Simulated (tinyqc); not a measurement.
Ion-assisted plasma etching: sheath, surface coverage, synergy and aspect-ratio dependence: one step, computed by the program tinyqc. Command: `OMP_NUM_THREADS=1 python tinyqc.py 3028568 3028569 out.jsonl etch walk`. One thread of a shared host (Intel(R) Xeon(R) Processor @ 2.30GHz), about 0.07 s of CPU time with the checks.

Radicals adsorb on bare sites; ions remove covered sites with a high yield and bare sites by sputtering; a slow spontaneous reaction acts everywhere, walls included.

Task: Fluxes. Bohm speed u_B = sqrt(e T_e/M_i); ion flux G_i = 0.61 n_e u_B; radical flux G_n = n c/4 with c = sqrt(8 k_B T_g/(pi M_n)).

Inputs (values chosen for the exercise, close to those used for silicon in a halogen plasma):

| quantity | value | unit |
|---|---|---|
| plasma density n_e | 1.6e+11 | 1/cm^3 |
| electron temperature T_e | 2 | eV |
| ion mass M_i | 35.5 | u |
| radical density n | 1.5e+13 | 1/cm^3 |
| radical mass M_n | 35.5 | u |
| gas temperature T_g | 600 | K |

Feature: long trench.

Constants: e = 1.602176634e-19 C; u = 1.6605390666e-27 kg; k_B = 1.380649e-23 J/K.

Give: Bohm speed; ion flux G_i; radical speed c; radical flux G_n; flux ratio G_n/G_i.

Result:

Bohm speed = 2.331e+05 cm/s

ion flux G_i = 2.276e+16 1/(cm^2 s)

radical speed c = 59820 cm/s

radical flux G_n = 2.243e+17 1/(cm^2 s)

flux ratio G_n/G_i = 9.858
